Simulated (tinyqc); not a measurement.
Comparisons within one model: ellipsoidal valleys in the axes of a wafer and a channel. A value that a table varies takes the place of the one given here.

Valleys with axes a along x, y and z, two valleys each; inverse mass tensor w = 1/mt + (1/ml - 1/mt) a a. Device axes: z = nz/|nz|, x = nx/|nx|, y = z cross x; in them a = (ax, ay, az). Confinement mass mz = 1/w_zz. In the plane w_ij is replaced by u_ij = w_ij - w_iz w_jz/w_zz (i, j = x, y); density-of-states mass md = 1/sqrt(det u); conductivity mass along x mc = 1/u_xx; ballistic transport mass mx = u_yy/det u, width mass my = 1/u_yy.

Hard walls: E_n = c (n pi/t)^2/mz, c = hbar^2/2m0, n = 1, 2, 3. Non-degenerate share of a valley proportional to md sum_n exp(-E_n/kT); mean 1/mc = sum of share/mc. 1 nm = 10 angstrom.

Constants: hbar^2/2m0 = 3.80998211 eV angstrom^2; kB = 8.617333262e-05 eV/K.

Parameters, chosen for this exercise (near those of the Delta valleys of Si; shifted at random, so the results belong to these values and not to a real crystal): ml = 0.904 m0 (longitudinal mass); mt = 0.183 m0 (transverse mass); t = 5.2 nm (thickness of the film); T = 400 K (temperature); nz = (0, 0, 1) (surface normal (confinement)); nx = (1, 0, 0) (channel direction).

## Wafer and channel orientation

For each face/channel: the lowest ladder (mz, number of valleys, md, E1, share) and the mean conductivity mass over all valleys.

Results:
```
face/channel     mz  valleys     md  E1 (meV)  share  mean mc
(001)/[110]   0.904        2  0.183      15.4  0.627   0.2150
(210)/[001]   0.506        2  0.245      27.5  0.538   0.2178
(001)/[100]   0.904        2  0.183      15.4  0.627   0.2150
(113)/[1-10]  0.527        2  0.240      26.4  0.547   0.2272
(111)/[1-10]  0.249        6  0.348      55.8  1.000   0.2869
(110)/[1-10]  0.304        4  0.315      45.7  0.792   0.3854
(100)/[011]   0.904        2  0.183      15.4  0.627   0.2150
```

How do the results move?

The mean conductivity mass is lowest, 0.2150, for (001)/[110], (001)/[100] and (100)/[011] and highest, 0.3854, for (110)/[1-10]; the bulk value is 0.2493. The confinement energy is lowest on the face with the heaviest mz ((001), 15 meV). The density of states of the lowest ladder, valleys times md, runs between 0.366 and 2.091; a small value limits the charge through the quantum capacitance.

## Thickness of the film

Share of the lowest ladder and mean conductivity mass.

Results:
```
t (nm)  lowest E1 (meV)  spread of E1 (meV)  share of the lowest ladder  mean mc
2.0               104.0               409.7                       1.000   0.1830
3.0                46.2               182.1                       0.978   0.1846
4.0                26.0               102.4                       0.829   0.1964
5.0                16.6                65.6                       0.654   0.2123
7.0                 8.5                33.4                       0.483   0.2305
10.0                4.2                16.4                       0.390   0.2418
14.0                2.1                 8.4                       0.320   0.2511
```

What does this show?

The spread falls as 1/t^2 and passes kT = 34.5 meV between t = 5 and 7 nm; the share of the lowest ladder goes from 1.000 to 0.320 and the mean mass goes from 0.1830 to 0.2511, against 0.2493 for equal shares, the limit of a thick film (the bulk value 3/(1/ml + 2/mt) is 0.2493). Three subbands a valley become too few once E3 nears kT.

## What each parameter does

Lowest E1, its share and the mean conductivity mass. Each row changes one parameter from the base and keeps the others.

Results:
```
case           lowest E1 (meV)   share  mean mc (m0)
base                     15.38  0.6272        0.2150
ml = 0.994 m0            13.99  0.6334        0.2152
mt = 0.201 m0            15.38  0.5911        0.2390
t = 5.72 nm              12.71  0.5699        0.2209
T = 360 K                15.38  0.6638        0.2113
```

What can be read from the table?

The largest shifts from the base row, up to three for each result and ties (the steps differ in size, so this ranks the rows, not the parameters). lowest E1 (meV): t -2.67, ml -1.39; unchanged at the printed digits by mt and T. share: t -0.0573, T +0.0366, mt -0.0361. mean mc (m0): mt +0.0240, t +0.0059, T -0.0036.

Program tinyqc; command `OMP_NUM_THREADS=1 python tinyqc.py 1850449 1850450 out.jsonl`; about 0.01 s on one thread of a shared Intel(R) Xeon(R) Processor @ 2.30GHz.
